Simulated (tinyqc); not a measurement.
# Worked calculation: resistance of a source-drain extension with a graded tip

Numbers from tinyqc (`OMP_NUM_THREADS=1 python tinyqc.py 2282014 2282015 out.jsonl`; about 0.06 s on one thread of a shared Intel Xeon 2.30GHz). Printed values are rounded.

y runs along the channel, the gate covers y > 0. The doping is N0 for y < y0 and N0 10^(-(y - y0)/la) beyond, uniform over the depth xj. Sheet conductance s(y) = q mu(N) max(N - Nch, 0) xj + (for y > 0) ma Cox Vo, with mu(N) = u0 + (u1 - u0)/(1 + (N/Nr)^au) and Cox = eps0 eox/tox. Current is taken as one-dimensional; depletion of the tip, spreading and the contact are left out. The metallurgical junction lies at yj, where N = Nch.

Inputs (values chosen for the exercise); mobility law close to that of electrons in silicon:
```
symbol   value        unit                                                                 meaning
eox        3.9              relative permittivity of the gate insulator (close to silicon dioxide)
tox        2.1          nm                                                     insulator thickness
N0      2.2e20       cm^-3                        active doping of the extension far from the gate
la         6.1   nm/decade                                                      lateral abruptness
y0         3.3          nm          position under the gate where the fall begins (gate edge at 0)
xj          21          nm                                                  depth of the extension
Nch     2.2e18       cm^-3                                                          channel doping
Vo        0.46           V                                                          gate overdrive
ma         130  cm^2/(V s)                                      mobility of the gate-induced layer
u1        1414  cm^2/(V s)                                                  mobility at low doping
u0        68.5  cm^2/(V s)                                                 mobility at high doping
Nr      9.2e16       cm^-3                                                        reference doping
au       0.711                                                                            exponent
Lg          90          nm                                                             gate length
```

Constants: q = 1.602176634e-19 C, eps0 = 8.8541878128e-14 F/cm where lengths are in cm. Results are converted to the units shown.

## Sheet resistances and junction position

yj = y0 + la log10(N0/Nch); sheet resistance of the full extension 1/[q mu(N0)(N0 - Nch) xj] and of the gate-induced layer 1/(ma Cox Vo); metallurgical length Lg - 2 yj; ye is where the doped and the gate-induced conductances are equal.

yj = 15.5 nm
sheet resistance of the extension = 184.8873 ohm/square
sheet resistance of the induced layer = 10169.62 ohm/square
metallurgical length = 59 nm
ye = 13.84539 nm
N at ye = 4.108376e18 cm^-3

The gate takes over 1.65 nm before the junction, where N is still 1.87 times the channel doping.

## Resistance of the overlapped part

Midpoint rule on 10 equal steps from 0 to yj: R_ov = sum h/s(y), per width.

| point | y (nm) | N (cm^-3) | doped conductance (uS) | sheet resistance (ohm/square) |
|---|---|---|---|---|
| 0 | 0.775 | 2.2e20 | 5408.700 | 181.5860 |
| 1 | 2.325 | 2.2e20 | 5408.700 | 181.5860 |
| 2 | 3.875 | 1.770763e20 | 4394.639 | 222.5699 |
| 3 | 5.425 | 9.864204e19 | 2526.484 | 380.9791 |
| 4 | 6.975 | 5.494949e19 | 1466.681 | 638.9722 |
| 5 | 8.525 | 3.061014e19 | 858.5536 | 1045.057 |
| 6 | 10.07500 | 1.705167e19 | 502.4622 | 1664.463 |
| 7 | 11.62500 | 9.498796e18 | 286.0920 | 2601.294 |
| 8 | 13.17500 | 5.291395e18 | 145.5617 | 4100.146 |
| 9 | 14.72500 | 2.947622e18 | 43.74751 | 7038.308 |

R_ov = 27.985 ohm um

The exact integral is 28.495 ohm um; the coarse sum is 1.8 % below it.
